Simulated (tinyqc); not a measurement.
# Level and coupling from the resonance

Problem. One site of energy u is joined by hoppings -tc to two semi-infinite chains with hopping -t, t = 1.31 eV, and site energy 0. Each gives Sigma = tc^2 (E - i sqrt(4 t^2 - E^2))/(2 t^2) and Gamma = -2 Im Sigma; T(E) = 1 where E - u - 2 Re Sigma = 0. Find tc and u.

energy of full transmission = 0.55461947 eV
Gamma of one lead at that energy = 1.1293844 eV

Solution. Gamma = tc^2 sqrt(4 t^2 - E^2)/t^2 gives tc, and u = E (1 - tc^2/t^2).

tc = 0.8700 eV
u = 0.3100 eV

tinyqc, about 0.02 s, one thread, Intel Xeon 2.30GHz (shared host): `OMP_NUM_THREADS=1 python tinyqc.py 2660022 2660023 out.jsonl`
